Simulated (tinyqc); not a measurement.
## Phonon and roughness prefactors from two fields

Question. At 300 K and high field 1/mu = E^(1/3)/Ap + E^gs/As, E in MV/cm. Find Ap and As.

Parameters, values chosen for the exercise:

| symbol | value | unit | meaning |
|---|---|---|---|
| gs | 2 |  | exponent of the roughness term |

mu at E = 0.51 and 1.08 MV/cm (cm^2/(V s)): 490.23763  297.38336

Answer. Two linear equations in 1/Ap and 1/As.

Ap = 442.0 cm^2/(V s)
As = 1120 cm^2/(V s)

Numbers from tinyqc (`OMP_NUM_THREADS=1 python tinyqc.py 2510031 2510032 out.jsonl`; about 0.01 s on one thread of a shared Intel Xeon 2.30GHz).
